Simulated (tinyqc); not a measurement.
Inside a calculation. Model: FinFET, parasitic resistance, capacitance and delay.

Computed by the program tinyqc: `OMP_NUM_THREADS=1 python tinyqc.py 2170127 2170128 out.jsonl`, one thread of a shared Intel Xeon 2.30GHz, about 0.04 s for the whole run. Printed values are rounded.

Nf fins under one contact; each has gated perimeter p = 2 Hf + Wf and cross-section A = Hf Wf; contact width Wc = Nf pf, stack height Hs = Hf. Contact length Lc = CPP - Lg - 2 Lsp, shared by two neighbouring gates. Source and drain sides are equal. The formulas are first-order estimates, not field solutions.

Inputs (values chosen for the exercise); values close to those of silicon logic devices: temperature T = 300 K; number of fins Nf = 3; fin height Hf = 42 nm; fin width Wf = 7 nm; fin pitch pf = 24 nm; contacted gate pitch CPP = 51 nm; gate length Lg = 12 nm; spacer length Lsp = 6 nm; relative permittivity of the spacer ks = 5.5; gate height above the channel stack Hc = 20 nm; contact resistivity rc = 1e-9 ohm cm^2; resistivity of the source-drain epitaxy re = 0.00057 ohm cm; current-carrying depth of the epitaxy te = 30 nm; resistivity of the extension rx = 0.00056 ohm cm; gate overlap Lov = 0.5 nm; inversion capacitance Cinv = 3.6 uF/cm^2; injection velocity vx = 1.4e7 cm/s; apparent mobility mu = 200 cm^2/(V s); threshold at zero drain voltage VT = 0.22 V; barrier lowering dl = 0.054 V/V; subthreshold factor n = 1.15; wire load Cw = 0.26 fF; supply voltage Vdd = 0.6 V.

Constants: q = 1.602176634e-19 C, kB = 1.380649e-23 J/K, eps0 = 8.8541878128e-12 F/m, Vt = kB T/q. Results are converted to the units shown.

## Geometry and resistances

Epitaxy sheet resistance Rsh = re/te, transfer length LT = sqrt(rc/Rsh), contact Rc = [sqrt(rc Rsh)/Wc] coth(Lc/(2 LT)); extension of one fin Rx = rx Lsp/A. Effective width N p; for equal currents one side has Rc + Rx/N.

Lc = 27 nm
effective width = 273 nm
Rsh = 190 ohm
LT = 22.94157 nm
Rc = 114.4903 ohm
Rx = 114.2857 ohm
one side times effective width = 41.65584 ohm um

Lc/2 is 0.59 transfer lengths, and Rc is 11 % above the area limit rc/(Wc Lc/2). The contact makes up 75.0 % of one side.

## Capacitances

With N fins: gate Cg = Cinv p N Lg; per side, plate Cp = ks eps0 [Wc (Hs + Hc) - N A]/Lsp, top fringe Cf = (2/pi) ks eps0 Wc ln(1 + Lg/(2 Lsp)), overlap Co = Cinv p N Lov. Cs = Cp + Cf + Co. An inverter of two such devices driving an equal one has the load CL = 2 (Cg + 2 Cs) + 4 Cs + Cw (its own drains counted twice for the Miller effect).

Cg = 117.9360 aF
Cp = 29.07273 aF
Cf = 1.547211 aF
Co = 4.914 aF
CL = 780.1435 aF

The channel capacitance gives 30.2 % of CL, the parasitic parts 36.4 % and the wire 33.3 %.

## Iteration 1: fin currents at Vgs = Vdd, Vds = Vdd/2

I at the start (uA): fin 1 0, fin 2 0, fin 3 0

One fin: I = p Q vx u/(1 + |u|^1.8)^(1/1.8), Q = Cinv n Vt ln(1 + exp((Vg' - VT + dl Vd')/(n Vt))), u = Vd' mu/(vx Lg), Vg' = Vgs - v, Vd' = Vds - 2 v, with the drop on each side v = Rc (sum of I) + Rx I. I(new) = I(out).

drop v (mV): fin 1 0, fin 2 0, fin 3 0
I(out) (uA): fin 1 172.2434, fin 2 172.2434, fin 3 172.2434
I after iteration 1 (uA): fin 1 172.2434, fin 2 172.2434, fin 3 172.2434

## Iteration 2: fin currents at Vgs = Vdd, Vds = Vdd/2

As before.

drop v (mV): fin 1 78.84553, fin 2 78.84553, fin 3 78.84553
I(out) (uA): fin 1 118.0993, fin 2 118.0993, fin 3 118.0993
I after iteration 2 (uA): fin 1 118.0993, fin 2 118.0993, fin 3 118.0993

## Course of the iteration: fin currents at Vgs = Vdd, Vds = Vdd/2

Stop when the largest change of I is below 1e-6 uA, or after 80 iterations.

Course of the iteration:
```
iteration  total I (uA)  largest |change| of one entry (uA)
1              516.7302                                 172
2              354.2978                                54.1
3              413.1855                                19.6
4              393.2147                                6.66
5              400.1308                                2.31
6              397.7535                               0.792
7              398.5728                               0.273
8              398.2907                              0.0940
9              398.3878                              0.0324
10             398.3544                              0.0112
11             398.3659                             3.84e-3
12             398.3619                             1.32e-3
13             398.3633                             4.55e-4
14             398.3628                             1.57e-4
15             398.3630                             5.40e-5
16             398.3629                             1.86e-5
17             398.3629                             6.41e-6
18             398.3629                             2.21e-6
19             398.3629                             7.60e-7
```

Converged in 19 iterations. At the end each change is about 0.34 times the one before: linear convergence.

## Effective current, delay and energy

IH = I(Vdd, Vdd/2) = 398.3629 uA
IL = I(Vdd/2, Vdd), solved likewise = 125.1437 uA

Ieff = (IH + IL)/2, delay CL Vdd/(2 Ieff), energy CL Vdd^2, with CL the load of an inverter that drives an equal one.

Ieff = 261.7533 uA
delay = 0.8941359 ps
energy = 280.8517 aJ

Without any series resistance Ieff would be 335 uA, so the resistances cost 21.8 %.
